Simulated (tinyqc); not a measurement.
## Gate sheet resistance from two finger widths

Problem. At low frequency R = Rsh Wf/(3 L) + B/Wf, where B collects the channel and vertical terms. Find Rsh, B and the width of lowest R.

Inputs (values chosen for the exercise): channel length L = 1.4 um.

input resistance of single fingers, contacted at one end, of width 1 and 10 um (ohm): [75.285714, 99.457143]

Solution. R Wf is a straight line in Wf^2; the minimum of R lies where both terms are equal.

Rsh = 39.0 ohm/square
B = 66.0 ohm um
width of lowest R = 2.67 um

Numbers from tinyqc (`OMP_NUM_THREADS=1 python tinyqc.py 2262094 2262095 out.jsonl`; about 0.01 s on one thread of a shared Intel Xeon 2.30GHz).
